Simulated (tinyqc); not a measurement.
Inside a calculation. Method: sp3 tight binding, zinc-blende lattice. One step of it, computed by the program tinyqc.

Task: Bloch Hamiltonian at X. Slater-Koster rules over the four bonds with direction cosines (l, m, n): ss V_ss; s-px l V_sp; px-s -l V_sp; px-px l^2 V_pps + (1 - l^2) V_ppp; px-py l m (V_pps - V_ppp); each times exp(i k.d).

Parameters chosen for this model: zinc-blende lattice, anion at 0, cation at a/4 (1,1,1); V = eta hbar^2 / (m d^2), hbar^2/m = 7.619964 eV angstrom^2:
```
parameter,value,unit
a,4.750000,angstrom
d,2.056810,angstrom
Es anion,-12.370000,eV
Ep anion,-6.860000,eV
Es cation,-12.370000,eV
Ep cation,-6.860000,eV
eta ss,-1.320000,
eta sp,1.420000,
eta pp sigma,2.220000,
eta pp pi,-0.630000,
V ss,-2.377598,eV
V sp,2.557719,eV
V pp sigma,3.998687,eV
V pp pi,-1.134763,eV
```

k point X (2 pi / a): 1  0  0

Give: H(k) at X.

Result:

H(k) at X (eV), lower triangle (Hermitian):
```
,a s,a px,a py,a pz,c s,c px,c py,c pz
a s,-12.370
a px,0.000,-6.860
a py,0.000,0.000,-6.860
a pz,0.000,0.000,0.000,-6.860
c s,0.000,0.000+5.907i,0.000,0.000,-12.370
c px,0.000-5.907i,0.000,0.000,0.000,0.000,-6.860
c py,0.000,0.000,0.000,0.000-6.845i,0.000,0.000,-6.860
c pz,0.000,0.000,0.000-6.845i,0.000,0.000,0.000,0.000,-6.860
```
